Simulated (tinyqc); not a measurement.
Geometry relaxation of a small cluster: one step, computed by the program tinyqc.

E = sum_i {sum_j A exp(-p (r_ij/r0 - 1)) - xi sqrt(rho_i)}, rho_i = sum_j exp(-2 q (r_ij/r0 - 1)); the force on i is -sum_j w_ij (R_i - R_j)/r_ij with w_ij = -(2p/r0) A exp(-p (r_ij/r0 - 1)) + (xi q/r0) exp(-2 q (r_ij/r0 - 1)) (rho_i^(-1/2) + rho_j^(-1/2)).

Question. Energy and forces at the start. Evaluate E and the forces at the starting positions.

Inputs (values chosen for the exercise, for model atoms): length r0 = 2.8 angstrom; repulsion A = 0.14 eV; hopping xi = 1.86 eV; decay p = 11.2; decay q = 2.92.

Potential: Gupta. Method: BFGS.

starting positions (angstrom), rows atom 1, atom 2, atom 3, atom 4, atom 5, columns x, y, z:
$$\begin{pmatrix}
-0.06 & -0.08 & 0.24 \\
2.69 & 0.15 & -0.14 \\
1.45 & 2.27 & 0.12 \\
1.35 & 0.79 & 2.24 \\
1.34 & 0.59 & -2.17
\end{pmatrix}$$

Give: distances; energy at the start; forces.

Answer.

distances (angstrom): 1-2 2.786, 1-3 2.796, 1-4 2.597, 1-5 2.867, 2-3 2.470, 2-4 2.805, 2-5 2.477, 3-4 2.587, 3-5 2.842, 4-5 4.415

energy at the start = -15.54 eV

forces (eV/angstrom), rows atom 1, atom 2, atom 3, atom 4, atom 5, columns x, y, z:
$$\begin{pmatrix}
1.496 & 0.880 & -0.522 \\
-0.087 & -0.831 & 0.976 \\
-0.857 & -0.220 & -0.325 \\
0.122 & -0.171 & -1.003 \\
-0.674 & 0.342 & 0.874
\end{pmatrix}$$
